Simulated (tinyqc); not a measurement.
Stretching all distances: RHF, UHF, MP2, CISD and CCSD against full CI in the sto-6g basis, for BeH2, spin multiplicity 1. Computed by the program tinyqc with PySCF. 

Geometry (angstrom):
```
atom,x,y,z
Be,0.0000,0.0000,0.0000
H,0.0000,1.2760,0.0000
H,0.0000,-1.2760,0.0000
```

All coordinates are multiplied by the scale. c0^2 is the weight of the RHF determinant in the lowest singlet FCI state (UHF is spin-contaminated and may lie near states of higher spin) and n(LUMO) the first natural occupation beyond the occupied space.

Full CI energy (hartree) and errors against it (kcal/mol):
```
scale,distance 1-2 (angstrom),E(FCI),RHF,UHF,MP2,CISD,CCSD,<S^2> UHF,c0^2,n(LUMO)
0.9100,1.1612,-15.740051,18.2743,18.2743,5.6935,0.3238,0.1835,0.0000,0.9794,0.0191
1.1300,1.4419,-15.749145,25.5454,25.5454,9.0335,0.6496,0.3124,0.0000,0.9647,0.0382
1.3600,1.7354,-15.681999,38.9140,38.9140,15.6670,1.7043,0.7281,0.0000,0.9289,0.0850
1.5800,2.0161,-15.604376,59.0676,50.6735,26.3518,4.4519,1.8583,0.6492,0.8575,0.1840
1.8000,2.2968,-15.541337,88.8890,39.4507,43.0768,10.4906,4.2649,1.1655,0.7156,0.3933
2.0300,2.5903,-15.506959,132.2860,29.8313,67.8123,17.6172,4.5110,1.3033,0.4731,0.7337
```

UHF parts from RHF first at scale 1.58 of those listed, where <S^2> leaves zero. The weight c0^2 goes from 0.98 to 0.47 and n(LUMO) from 0.02 to 0.73: static correlation grows as the bonds break into open-shell fragments. The spread of the error along the curve, which distorts its shape, is CCSD 4.3, CISD 17.3, UHF 32.4, MP2 62.1, RHF 114.0 kcal/mol. The table stops here: at scale 2.25 and beyond, the reference weight falls under 0.45 or RHF, UHF or CCSD hop between solutions, so those rows were left out and the spreads given cover only the rows shown. As computed, partly on other solutions, the errors there reach in size RHF 177, UHF 29, MP2 86, CISD 19, CCSD 2 kcal/mol.
